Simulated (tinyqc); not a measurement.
Plane-wave Kohn-Sham cycle with exchange-only LDA in a layered model solid, step by step. Computed by tinyqc, a small Python program that keeps every step. Settings: points = 16, plane-wave index or count = 3, electrons = 4, k points = 3, area = 18.0, mixing = 0.8, iteration cap = 54, Kerker q0 = 0.65. Command: `OMP_NUM_THREADS=1 python tinyqc.py 29586 29587 out.jsonl` (the two numbers bound the seeds that draw the settings). One thread of a shared host (Intel(R) Xeon(R) Processor @ 2.60GHz), about 0.01 s of CPU time with the checks. Later iterations appear only in the table of the cycle.

## Iteration 1: potential

A solid whose potential varies along x alone (atomic units):
```
parameter                      value
period a                   10.900000
cross-section of the cell  18.000000
electrons per cell                 4
grid points                       16
plane waves -n..n, n               3
k points                           3
V1 in V1 cos(2 pi x/a)     -0.550000
V2 in V2 cos(4 pi x/a)      0.090000
```

density at the start, on the grid x_j = j a/N (e/bohr^3): [0.0203874, 0.0203874, 0.0203874, 0.0203874, 0.0203874, 0.0203874, 0.0203874, 0.0203874, 0.0203874, 0.0203874, 0.0203874, 0.0203874, 0.0203874, 0.0203874, 0.0203874, 0.0203874]

V_H(G) = 4 pi rho(G)/G^2 for G != 0 (uniform background); v_x = -(3 rho/pi)^(1/3); V = V_ext + V_H + v_x; Fourier components f(G_m) = (1/N) sum_j f(x_j) exp(-i G_m x_j).

Potentials on the grid (hartree):
```
x            V_ext      V_H       v_x         V
0.00000   -0.46000  0.00000  -0.26902  -0.72902
0.68125   -0.44449  0.00000  -0.26902  -0.71351
1.36250   -0.38891  0.00000  -0.26902  -0.65792
2.04375   -0.27412  0.00000  -0.26902  -0.54313
2.72500   -0.09000  0.00000  -0.26902  -0.35902
3.40625    0.14684  0.00000  -0.26902  -0.12218
4.08750    0.38891  0.00000  -0.26902   0.11989
4.76875    0.57177  0.00000  -0.26902   0.30276
5.45000    0.64000  0.00000  -0.26902   0.37098
6.13125    0.57177  0.00000  -0.26902   0.30276
6.81250    0.38891  0.00000  -0.26902   0.11989
7.49375    0.14684  0.00000  -0.26902  -0.12218
8.17500   -0.09000  0.00000  -0.26902  -0.35902
8.85625   -0.27412  0.00000  -0.26902  -0.54313
9.53750   -0.38891  0.00000  -0.26902  -0.65792
10.21875  -0.44449  0.00000  -0.26902  -0.71351
```

V(G_m), m = 0, 1, 2, ... (hartree): [-0.26902, -0.27500, 0.04500, 0.00000, 0.00000, 0.00000, 0.00000]

## Iteration 1: Hamiltonian at one k

k = 0.00000 2 pi / a

H(m,m') = (k + G_m)^2/2 delta + V(G_m - G_m'), with V(-G) = V(G).

H (hartree), order -3, -2, -1, +0, +1, +2, +3:
$$\begin{pmatrix}
1.22625 & -0.27500 & 0.04500 & 0.00000 & 0.00000 & 0.00000 & 0.00000 \\
-0.27500 & 0.39555 & -0.27500 & 0.04500 & 0.00000 & 0.00000 & 0.00000 \\
0.04500 & -0.27500 & -0.10287 & -0.27500 & 0.04500 & 0.00000 & 0.00000 \\
0.00000 & 0.04500 & -0.27500 & -0.26902 & -0.27500 & 0.04500 & 0.00000 \\
0.00000 & 0.00000 & 0.04500 & -0.27500 & -0.10287 & -0.27500 & 0.04500 \\
0.00000 & 0.00000 & 0.00000 & 0.04500 & -0.27500 & 0.39555 & -0.27500 \\
0.00000 & 0.00000 & 0.00000 & 0.00000 & 0.04500 & -0.27500 & 1.22625
\end{pmatrix}$$

## Iteration 1: levels at that k

Diagonalise the Hermitian matrix.

eigenvalues (hartree): [-0.58159, -0.26573, 0.04008, 0.41996, 0.51390, 1.31969, 1.32253]

## Iteration 1: new density

Motion across x is left out: the lowest 2 band(s) hold two electrons at each of the k points (j + 1/2)/nk - 1/2. Residual R = rho(out) - rho(in); rho(new) = rho(in) + 0.8 R, with R(G) scaled by G^2/(G^2 + 0.65^2) (Kerker). rho(out) = 2/(a A nk) sum |psi|^2 with psi = sum c exp(i G x). Harris energy E = band energy - dV sum rho (V_H/2 + v_x) + (3/4) dV sum rho v_x with rho(in), dV = a A/N, band energy = (2/nk) sum of the filled levels.

rho(out) (e/bohr^3): [0.0348585, 0.0394148, 0.0432043, 0.0345681, 0.0188522, 0.0070902, 0.0019606, 0.0004763, 0.0002062, 0.0004763, 0.0019606, 0.0070902, 0.0188522, 0.0345681, 0.0432043, 0.0394148]

density after iteration 1 (e/bohr^3): [0.0223744, 0.0262861, 0.0307511, 0.0271627, 0.0191641, 0.0141443, 0.0132772, 0.0139563, 0.0143398, 0.0139563, 0.0132772, 0.0141443, 0.0191641, 0.0271627, 0.0307511, 0.0262861]

energy per cell = -1.4291472 hartree

## Iteration 2: potential

As before.

Potentials on the grid (hartree):
```
x            V_ext       V_H       v_x         V
0.00000   -0.46000   0.28523  -0.27749  -0.45226
0.68125   -0.44449   0.27730  -0.29280  -0.45999
1.36250   -0.38891   0.23467  -0.30852  -0.46276
2.04375   -0.27412   0.13590  -0.29602  -0.43423
2.72500   -0.09000  -0.00014  -0.26352  -0.35367
3.40625    0.14684  -0.13071  -0.23815  -0.22202
4.08750    0.38891  -0.22698  -0.23318  -0.07125
4.76875    0.57177  -0.28249  -0.23709   0.05219
5.45000    0.64000  -0.30032  -0.23924   0.10043
6.13125    0.57177  -0.28249  -0.23709   0.05219
6.81250    0.38891  -0.22698  -0.23318  -0.07125
7.49375    0.14684  -0.13071  -0.23815  -0.22202
8.17500   -0.09000  -0.00014  -0.26352  -0.35367
8.85625   -0.27412   0.13590  -0.29602  -0.43423
9.53750   -0.38891   0.23467  -0.30852  -0.46276
10.21875  -0.44449   0.27730  -0.29280  -0.45999
```

V(G_m), m = 0, 1, 2, ... (hartree): [-0.26595, -0.13845, 0.04418, 0.00007, 0.00055, 0.00006, 0.00026]

## Iteration 2: Hamiltonian at one k

k = 0.00000 2 pi / a

As before.

H (hartree), order -3, -2, -1, +0, +1, +2, +3:
$$\begin{pmatrix}
1.22931 & -0.13845 & 0.04418 & 0.00007 & 0.00055 & 0.00006 & 0.00026 \\
-0.13845 & 0.39861 & -0.13845 & 0.04418 & 0.00007 & 0.00055 & 0.00006 \\
0.04418 & -0.13845 & -0.09981 & -0.13845 & 0.04418 & 0.00007 & 0.00055 \\
0.00007 & 0.04418 & -0.13845 & -0.26595 & -0.13845 & 0.04418 & 0.00007 \\
0.00055 & 0.00007 & 0.04418 & -0.13845 & -0.09981 & -0.13845 & 0.04418 \\
0.00006 & 0.00055 & 0.00007 & 0.04418 & -0.13845 & 0.39861 & -0.13845 \\
0.00026 & 0.00006 & 0.00055 & 0.00007 & 0.04418 & -0.13845 & 1.22931
\end{pmatrix}$$

## Iteration 2: levels at that k

As before.

eigenvalues (hartree): [-0.38371, -0.17741, 0.00384, 0.40591, 0.43131, 1.25462, 1.25571]

## Iteration 2: new density

As before.

rho(out) (e/bohr^3): [0.0265738, 0.0299615, 0.0353996, 0.0346269, 0.0257546, 0.0144036, 0.0063073, 0.0025574, 0.0016022, 0.0025574, 0.0063073, 0.0144036, 0.0257546, 0.0346269, 0.0353996, 0.0299615]

density after iteration 2 (e/bohr^3): [0.0229849, 0.0265287, 0.0318934, 0.0309364, 0.0233178, 0.0150627, 0.0104144, 0.0090216, 0.0088627, 0.0090216, 0.0104144, 0.0150627, 0.0233178, 0.0309364, 0.0318934, 0.0265287]

energy per cell = -0.9931097 hartree

## Convergence

Stop when sqrt(dV sum R^2) is below 1e-8, dV = a A/N.

Course of the cycle:
```
iteration  E (hartree)  norm of the residual
1           -1.4291472              2.38e-01
2           -0.9931097              9.94e-02
3           -0.9410178              3.76e-02
4           -0.9386845              1.32e-02
5           -0.9385990              4.51e-03
6           -0.9385983              1.60e-03
7           -0.9385988              5.71e-04
8           -0.9385990              2.04e-04
9           -0.9385990              7.32e-05
10          -0.9385990              2.62e-05
11          -0.9385990              9.38e-06
12          -0.9385990              3.35e-06
13          -0.9385990              1.20e-06
14          -0.9385990              4.29e-07
15          -0.9385990              1.53e-07
16          -0.9385990              5.48e-08
17          -0.9385990              1.96e-08
18          -0.9385990              7.00e-09
```

Converged in 18 iterations. Before convergence this energy mixes input and output and is not variational, so it may rise towards its limit.
